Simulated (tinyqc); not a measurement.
Inside a calculation. Model: vacuum evaporation: vapour pressure, source flux, thickness distribution, purity and step coverage. Computed by tinyqc, a small Python program that keeps every step. Command: `OMP_NUM_THREADS=1 python tinyqc.py 3111452 3111453 out.jsonl evap walk`. One thread of a shared host (Intel(R) Xeon(R) Processor @ 2.30GHz), about 0.01 s of CPU time with the checks. Intermediate numbers are printed to about 6 digits and carried at full precision; extremes and crossings named in words are read from the listed rows.

Molecular flow, unit sticking of the metal, no re-evaporation. The background gas is taken as water vapour (18.015 g/mol, collision diameter 0.37 nm) at 300 K.

Inputs (values chosen for the exercise, modelled on gold, with constants for the liquid):
```
quantity                          value    unit
molar mass M                     196.97   g/mol
film density rho                   19.3  g/cm^3
vapour-pressure constant A        10.79       -
vapour-pressure constant B        18130       K
source temperature T               1630       K
source area                        0.82    cm^2
directionality n                      1       -
source-to-wafer distance h           25      cm
wafer radius R                       15      cm
source offset from the axis s/h    0.62       -
background pressure p            0.0003      Pa
sticking of background gas          0.5       -
aspect ratio of a trench              3       -
```

Constants: u = 1.6605390666e-27 kg; k_B = 1.380649e-23 J/K; R = 8.314462618 J/(mol K).

## Vapour pressure and flux

log10(p_v/Pa) = A - B/T; flux from the surface Phi = p_v/sqrt(2 pi m k_B T), m = M u. Mass loss = Phi x area x m; heat of evaporation = ln(10) R B; d ln Phi/dT = ln(10) B/T^2 - 1/(2 T).

vapour pressure p_v = 0.464837 Pa

flux Phi = 2.16148e+17 1/(cm^2 s)

mass loss = 0.208697 g/h

heat of evaporation = 347.094 kJ/mol

change of flux per kelvin = 1.54055 %/K

Holding the rate to 1 % needs the temperature to about 0.65 K.

## Rate and uniformity on a fixed wafer above the source

A small source emits (n + 1) Phi area cos^n(phi)/(2 pi) per solid angle; on a parallel plane at height h and lateral distance l the arrival rate is (n + 1) Phi area/(2 pi h^2) x (1 + (l/h)^2)^(-(n + 3)/2). Growth rate = arrival rate x m/rho, m = M u. The wafer is fixed and centred above the source.

arrival rate at the centre = 9.02682e+13 1/(cm^2 s)

growth rate at the centre = 0.0152977 nm/s

edge over centre = 0.540657

non-uniformity (max - min)/(max + min) = 29.8147 %

share of the material that lands on the wafer, 1 - (1 + (R/h)^2)^(-(n + 1)/2) = 26.4706 %

## Offset source and rotation

Rotating wafer, source offset by s and facing upwards: thickness at radius r is the mean over the angle a of (1 + (r^2 + s^2 - 2 r s cos a)/h^2)^(-(n + 3)/2), by 360 equal steps; non-uniformity (max - min)/(max + min) over 21 radii from 0 to R.

centre thickness relative to an axial source = 0.521767

edge over centre, rotating = 0.851194

non-uniformity, rotating = 8.03839 %

## Choosing the offset

The curvature at the centre vanishes at s/h = sqrt(2/(n + 3)).

Against the offset:
```
s/h  centre thickness  edge over centre  non-uniformity (%)
0.0           1.00000           0.54066             29.8147
0.2           0.92456           0.57709             26.8160
0.4           0.74316           0.68181             18.9194
0.5           0.64000           0.75435             14.0021
0.6           0.54066           0.83468              9.0107
0.7           0.45043           0.91714              4.3223
0.8           0.37180           0.99593              1.0278
0.9           0.30524           1.06623              3.2055
1.1           0.20475           1.17065              7.8618
```

The best row, s/h = 0.8, has 1.0 % against 30 % on the axis, at the price of a rate lower by a factor 2.69; the small-wafer optimum is sqrt(2/(n + 3)) = 0.71.

## Scattering and purity

Mean free path lambda = k_B T_g/(sqrt2 pi d^2 p); unscattered share exp(-h/lambda); gas arrival p/sqrt(2 pi m_g k_B T_g); impurity ratio = sticking x gas arrival/metal arrival; monolayer time = 1e15 cm^-2/(sticking x gas arrival).

mean free path = 22.6994 m

unscattered share = 0.989047

gas arrival rate = 1.07520e+15 1/(cm^2 s)

impurity ratio = 5.95556

monolayer time = 1.86013 s

The gas that sticks amounts to more than a tenth of the metal, although few metal atoms scatter on the way: purity, not the free path, sets the vacuum needed. Caution: more gas than metal sticks, so a compound rather than a metal film would grow.

## A trench at the wafer edge

Fixed wafer, axial point source, trench running tangentially at r = R: the beam arrives at tan(a) = R/h. Shadowed share of the floor = aspect ratio x tan(a) (at most 1); the wall facing the source grows at tan(a) times the field rate, the other wall not at all.

angle a = 30.9638 degrees

shadowed share of the floor = 1

wall over field thickness = 0.6

Checks made by the program: share on the wafer by quadrature (relative difference 1e-08).
